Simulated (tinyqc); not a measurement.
MOS capacitor with interface traps: C-V stretch-out, conductance peak and subthreshold swing: one step, computed by the program tinyqc.

Energies at the interface are counted from the valence band. psi > 0 means bending towards depletion, so the surface potential is -psi. Boltzmann statistics, full ionisation, no quantum confinement. Traps are neutral when filled up to E_n, with a sharp (zero-temperature) occupation.

Task: Substrate and insulator. N_c = 2 M_c (2 pi m_e k_B T/h^2)^(3/2) and N_v = 2 (2 pi m_h k_B T/h^2)^(3/2), masses in units of m_0. n_i = sqrt(N_c N_v) exp(-E_g/2 k_B T); E_F = E_g - k_B T ln(N_c/N); phi_B = (k_B T/e) ln(N/n_i); L_D = sqrt(eps_s eps_0 k_B T/(e^2 N)); C_ox = eps_ox eps_0/t_ox.

Inputs (values chosen for the exercise, modelled on beta-Ga2O3, with an insulator like Si3N4):
```
quantity,value,unit
gap E_g,4.86,eV
electron mass m_e,0.278,m_0
valleys M_c,1,-
hole mass m_h,3.08,m_0
dielectric constant eps_s,10.1,-
doping N,4.5e+15,cm^-3
insulator constant eps_ox,7.26,-
insulator thickness t_ox,4.7,nm
temperature T,300,K
```

Substrate: n-type. Trap spectrum: flat.

Constants: m_0 = 9.1093837015e-31 kg; k_B = 1.380649e-23 J/K; h = 6.62607015e-34 J s; k_B = 8.617333262e-05 eV/K; eps_0 = 8.8541878128e-12 F/m; e = 1.602176634e-19 C.

Give: k_B T; n_i; bulk E_F; phi_B; Debye length L_D; C_ox; effective density of states of the majority band.

Result:

k_B T = 0.025852 eV

n_i = 3.3637e-22 cm^-3

bulk E_F = 4.6866 eV

phi_B = 2.2100 V

Debye length L_D = 56.627 nm

C_ox = 1.3677 microF/cm^2

effective density of states of the majority band = 3.6782e+18 cm^-3
